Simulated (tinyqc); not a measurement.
UKS/exchange-only LDA in the sto-6g basis, for BeH, spin multiplicity 2, step by step. One step of it, computed by the program tinyqc.

Problem. Iteration 2: building the Kohn-Sham matrix. J_ij = sum D_kl (ij|kl) with D = D(alpha) + D(beta); F = H + J + V_xc; E = tr D H + tr D J / 2 + E_xc + E_nn.

D(alpha) after iteration 1, lower triangle:
```
            1Be 1s     1Be 2s   1Be 2px   1Be 2py   1Be 2pz     2H 1s
1Be 1s    1.065811
1Be 2s   -0.260480   1.032708
1Be 2px   0.000000   0.000000  0.000000
1Be 2py   0.000000   0.000000  0.000000  0.000000
1Be 2pz   0.056110  -0.203921  0.000000  0.000000  0.222576
2H 1s    -0.006091  -0.024765  0.000000  0.000000  0.347662  0.645511
```

D(beta) after iteration 1, lower triangle:
```
            1Be 1s    1Be 2s   1Be 2px   1Be 2py   1Be 2pz     2H 1s
1Be 1s    1.014258
1Be 2s   -0.083208  0.423455
1Be 2px   0.000000  0.000000  0.000000
1Be 2py   0.000000  0.000000  0.000000  0.000000
1Be 2pz  -0.041835  0.139316  0.000000  0.000000  0.046044
2H 1s    -0.126353  0.385952  0.000000  0.000000  0.127710  0.354328
```

core Hamiltonian H = T + V (hartree), lower triangle:
```
            1Be 1s     1Be 2s    1Be 2px    1Be 2py    1Be 2pz      2H 1s
1Be 1s   -8.186792
1Be 2s   -1.919451  -2.319571
1Be 2px   0.000000   0.000000  -1.863733
1Be 2py   0.000000   0.000000   0.000000  -1.863733
1Be 2pz  -0.007046  -0.070709   0.000000   0.000000  -1.907504
2H 1s    -0.078643  -0.378509   0.000000   0.000000  -0.481537  -1.433855
```

Two-electron integrals (ij|kl) in chemists' order, unique and non-zero (hartree):
```
(11|11) 2.299996   (21|11) 0.361879   (21|21) 0.071926   (22|11) 0.570332
(22|21) 0.139654   (22|22) 0.417773   (31|31) 0.015252   (32|31) 0.022555
(32|32) 0.092340   (33|11) 0.570332   (33|21) 0.139654   (33|22) 0.417773
(33|33) 0.450117   (41|41) 0.015252   (42|41) 0.022555   (42|42) 0.092340
(43|43) 0.024258   (44|11) 0.570332   (44|21) 0.139654   (44|22) 0.417773
(44|33) 0.401601   (44|44) 0.450117   (51|51) 0.015252   (52|51) 0.022555
(52|52) 0.092340   (53|53) 0.024258   (54|54) 0.024258   (55|11) 0.570332
(55|21) 0.139654   (55|22) 0.417773   (55|33) 0.401601   (55|44) 0.401601
(55|55) 0.450117   (61|11) 0.014712   (61|21) 0.002859   (61|22) 0.005595
(61|33) 0.005549   (61|44) 0.005549   (61|51) 0.000287   (61|52) 0.000577
(61|55) 0.005688   (61|61) 0.000120   (62|11) 0.065720   (62|21) 0.016529
(62|22) 0.058044   (62|33) 0.055636   (62|44) 0.055636   (62|51) 0.002132
(62|52) 0.015338   (62|55) 0.062860   (62|61) 0.000739   (62|62) 0.015839
(63|31) 0.001121   (63|32) 0.006020   (63|53) 0.002228   (63|63) 0.000973
(64|41) 0.001121   (64|42) 0.006020   (64|54) 0.002228   (64|64) 0.000973
(65|11) 0.082327   (65|21) 0.020863   (65|22) 0.075727   (65|33) 0.071605
(65|44) 0.071605   (65|51) 0.003362   (65|52) 0.023747   (65|55) 0.083972
(65|61) 0.000958   (65|62) 0.022993   (65|65) 0.033787   (66|11) 0.240693
(66|21) 0.061308   (66|22) 0.237863   (66|33) 0.224760   (66|44) 0.224760
(66|51) 0.007016   (66|52) 0.067860   (66|55) 0.264067   (66|61) 0.002742
(66|62) 0.093275   (66|65) 0.141121   (66|66) 0.774999
```

nuclear repulsion = 0.96301585 hartree

V_xc(alpha) (hartree), lower triangle:
```
            1Be 1s     1Be 2s    1Be 2px    1Be 2py    1Be 2pz      2H 1s
1Be 1s   -1.339560
1Be 2s   -0.173801  -0.277374
1Be 2px   0.000000   0.000000  -0.267386
1Be 2py   0.000000   0.000000   0.000000  -0.267386
1Be 2pz   0.003012   0.011646   0.000000   0.000000  -0.297353
2H 1s    -0.007268  -0.052334   0.000000   0.000000  -0.074612  -0.403876
```

V_xc(beta) (hartree), lower triangle:
```
            1Be 1s     1Be 2s    1Be 2px    1Be 2py    1Be 2pz      2H 1s
1Be 1s   -1.321905
1Be 2s   -0.164640  -0.212323
1Be 2px   0.000000   0.000000  -0.208661
1Be 2py   0.000000   0.000000   0.000000  -0.208661
1Be 2pz  -0.004493  -0.045589   0.000000   0.000000  -0.219655
2H 1s    -0.007100  -0.047404   0.000000   0.000000  -0.068228  -0.343678
```

E_xc = sum of w rho eps_xc = -2.70286823 hartree

Give: Coulomb J; F(alpha); F(beta); total energy of this density.

Solution.

Coulomb J (hartree), lower triangle:
```
         1Be 1s  1Be 2s  1Be 2px  1Be 2py  1Be 2pz   2H 1s
1Be 1s   5.8816
1Be 2s   1.0365  2.1612
1Be 2px  0.0000  0.0000   2.1381
1Be 2py  0.0000  0.0000   0.0000   2.1381
1Be 2pz  0.0092  0.0901   0.0000   0.0000   2.2074
2H 1s    0.0424  0.3512   0.0000   0.0000   0.4763  1.8429
```

F(alpha) (hartree), lower triangle:
```
          1Be 1s   1Be 2s  1Be 2px  1Be 2py  1Be 2pz   2H 1s
1Be 1s   -3.6447
1Be 2s   -1.0568  -0.4358
1Be 2px   0.0000   0.0000   0.0070
1Be 2py   0.0000   0.0000   0.0000   0.0070
1Be 2pz   0.0052   0.0310   0.0000   0.0000   0.0025
2H 1s    -0.0435  -0.0797   0.0000   0.0000  -0.0798  0.0052
```

F(beta) (hartree), lower triangle:
```
          1Be 1s   1Be 2s  1Be 2px  1Be 2py  1Be 2pz   2H 1s
1Be 1s   -3.6271
1Be 2s   -1.0476  -0.3707
1Be 2px   0.0000   0.0000   0.0657
1Be 2py   0.0000   0.0000   0.0000   0.0657
1Be 2pz  -0.0023  -0.0262   0.0000   0.0000   0.0802
2H 1s    -0.0433  -0.0747   0.0000   0.0000  -0.0734  0.0654
```

total energy of this density = -14.580597 hartree
